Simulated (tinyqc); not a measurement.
The internal displacement: deformation potentials from a strained empirical pseudopotential.

Diamond lattice, no spin-orbit coupling. Atomic form factor V(q) = a1 (q^2 - a2)/(a3 exp(a4 q^2) - 1) in rydberg with q in 1/bohr, for the unstrained cell. Under a strain e the reciprocal vectors and k go over into (1 + e)^(-1) G, the atoms sit at +/- tau with tau = (1 + e) a (1,1,1)/8 - zeta a (eyz, ezx, exy)/4, and H(G,G') = c |k + G|^2 delta + (V(q)/det(1 + e)) cos(q.tau), q = G - G', with the term q = 0 left out; c = hbar^2/2m0. The basis is fixed before straining: all G with |k + G|^2 up to 16 (2 pi/a)^2. k is given in units of 2 pi/a of the unstrained cell.

Constants: hbar^2/2m0 = 3.80998211 eV angstrom^2; Ry = 13.60569312 eV; a0 (Bohr radius) = 0.5291772105 angstrom.

Inputs chosen for the exercise (out of a larger set: near those of Si; not measured data):
```
symbol  value                         unit      meaning
a       5.432                         angstrom  lattice constant
A       (0.535, 2.209, 2.047, 0.491)            a1 (Ry bohr^2), a2 (1/bohr^2), a3, a4 (bohr^2)
h       0.004                                   size of the test strain
```

Xu of L (level 5, the lowest empty one) and d from exy = eyz = ezx = h for several zeta: Xu = [E(L [111]) - E(L [1-1-1])]/((8/3) h), d = (single valence level - pair)/(3 sqrt(3) h). zeta = 0 strains the bonds with the lattice; zeta = 1 keeps all four bond lengths equal to first order.

Results:
```
zeta  Xu (L) (eV)  d (eV)
0.00        10.85    0.78
0.25        11.30   -1.55
0.50        11.76   -3.88
0.75        12.24   -6.21
1.00        12.73   -8.53
```

Give the missing row, zeta = 0.60.

Computed row:
```
zeta  Xu (L) (eV)  d (eV)
0.60        11.95   -4.81
```

From zeta = 0 to 1, d goes from 0.78 to -8.53 eV and Xu (L) from 10.85 to 12.73 eV, both nearly linearly: the displacement is an optical-phonon mode, and d = d(0) - zeta d0/4 gives its deformation potential d0 = 37 eV. Leaving the relaxation out (zeta = 0 for 0.5) moves d by +4.66 eV, which reverses its sign, and Xu (L) by -0.91 eV. Tetragonal strain has no such freedom.

Program tinyqc; command `OMP_NUM_THREADS=1 python tinyqc.py 1880744 1880745 out.jsonl`; about 0.2 s on one thread of a shared Intel(R) Xeon(R) Processor @ 2.30GHz.
